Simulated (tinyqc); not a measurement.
Raising U: Hubbard ring of 6 sites, mean field against exact. Computed by the program tinyqc. Collinear unrestricted mean field (the lowest of 40 random starts) against exact diagonalisation.

one-body matrix (hopping and site energies) (eV):
```
         1        2        3        4        5        6
1   0.0000  -0.5300   0.0000   0.0000   0.0000  -0.5300
2  -0.5300   0.0000  -0.5300   0.0000   0.0000   0.0000
3   0.0000  -0.5300   0.0000  -0.5300   0.0000   0.0000
4   0.0000   0.0000  -0.5300   0.0000  -0.5300   0.0000
5   0.0000   0.0000   0.0000  -0.5300   0.0000  -0.5300
6  -0.5300   0.0000   0.0000   0.0000  -0.5300   0.0000
```

electrons, up and down: 3  3

Exact and mean-field results (eV):
```
U            U/t    E exact  E mean field  mean |n_up - n_down|  double occupancy, exact  first gap in the sector
0.2700    0.5094  -3.848867     -3.835000                0.0000                   0.2329                   0.9683
0.5300    1.0000  -3.498614     -3.445000                0.0000                   0.2161                   0.8778
1.0600    2.0000  -2.867012     -2.650000                0.0000                   0.1808                   0.6959
1.5900    3.0000  -2.349677     -1.935179                0.5539                   0.1446                   0.5346
2.1200    4.0000  -1.944414     -1.503251                0.7578                   0.1111                   0.4083
3.1800    6.0000  -1.403714     -1.032231                0.8914                   0.0637                   0.2571
4.2400    8.0000  -1.085509     -0.782973                0.9384                   0.0391                   0.1847
10.6000  20.0000  -0.451829     -0.317209                0.9900                   0.0070                   0.0721
```

Estimate the missing row, U = 6.36.

Computed row:
```
U           U/t    E exact  E mean field  mean |n_up - n_down|  double occupancy, exact  first gap in the sector
6.3600  12.0000  -0.741924     -0.526371                0.9724                   0.0186                   0.1202
```

In absolute terms mean field is worst at U/t = 4.0, 0.441 eV too high: at small U it is nearly exact, and at large U it misses only exchange-scale energies. Its local moments set in at U/t = 3.0 of those listed, a broken symmetry that the exact state of a finite cluster with equal spins does not have. Relative to the exact energy its error is 0.4 % at the smallest U, 30 % at most and 30 % at the largest. The double occupancy falls from 0.233 to 0.007; at the largest U the first gap is 0.68 times the exchange scale 4t^2/U.
